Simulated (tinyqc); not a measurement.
# From germanium fraction x back to germane pressure p_G

Model: microkinetic model of low-temperature epitaxy from hydride gases: adsorption, hydrogen desorption and rate control. Computed by tinyqc, a small Python program. Command: `OMP_NUM_THREADS=1 python tinyqc.py 3014538 3014539 out.jsonl hepi inv`. One thread of a shared host (Intel(R) Xeon(R) Processor @ 2.30GHz), about 0.01 s of CPU time with the checks.

Each hydride molecule needs two free sites and leaves four hydrogen atoms, of which two leave at once as H2; theta is the hydrogen coverage, the site density is 6.78 per nm^2 and one layer is 1.358 angstrom thick.

Inputs (values chosen for the exercise, close to those used for silane and germane, with second-order desorption as on Si(111) but the site density of Si(001)):
```
quantity,value,unit
silane pressure p_S,0.031,Pa
sticking prefactor of silane s0,0.014,-
adsorption barrier E_s,0.21,eV
desorption prefactor nu_d,4.2e+11,1/s
desorption energy on silicon E_d,2.09,eV
hydrogen carrier pressure p_H,130,Pa
sticking of hydrogen s_H,1.3e-07,-
temperature T,740,C
sticking ratio of germane to silane r_G,1.8,-
"lowering of E_d per unit germanium fraction, dE",0.56,eV
```

Film: silicon-germanium. Order of hydrogen desorption: second.

Constants: k_B = 8.617333262e-05 eV/K; u = 1.6605390666e-27 kg; k_B = 1.380649e-23 J/K.

Method. Flux per site F = p/(sqrt(2 pi M k_B T) x 6.78e18 per m^2), M = 32.12 u (silane), 76.63 u (germane), 2.016 u (hydrogen); s = s0 exp(-E_s/(k_B T)); k_S = s F_S, k_G = r_G s F_G; germanium fraction x = k_G/(k_S + k_G); k = k_S + k_G; k_H = s_H F_H; k_d = nu_d exp(-(E_d - dE x)/(k_B T)). Temperatures in kelvin are T(C) + 273.15.

Question. A run gave the result below. Find the germane pressure p_G, known to lie between 0.0013 and 0.0024 Pa.

germanium fraction x = 0.06515511

Answer.

Each step takes the trial c = (a f_b - b f_a)/(f_b - f_a), f being the result less the target and a, b, c the logarithms of the listed values; c replaces end b, the old b replaces a if the sign of f changed, and otherwise f_a is halved.

Scan of the range:
```
germane pressure p_G (Pa),germanium fraction x
0.00130,0.0465930
0.00144,0.0513531
0.00159,0.0564006
0.00177,0.0623873
0.00196,0.0686246
0.00217,0.0754227
0.00240,0.0827553
```

False position (Illinois rule, in the logarithm of the input) inside the bracket:
```
step,end a,end b,trial,germanium fraction x
1,0.00177000,0.00196000,0.00185193,0.0650870
2,0.00196000,0.00185193,0.00185395,0.0651535
3,0.00196000,0.00185395,0.00185405,0.0651567
4,0.00185395,0.00185405,0.00185400,0.0651551
```

Germanium fraction x rises at every point of a 13-point scan of the range (every second point is shown), so one value fits; it is bracketed by 0.00177 and 0.00196. Answer: germane pressure p_G = 0.001854 Pa.
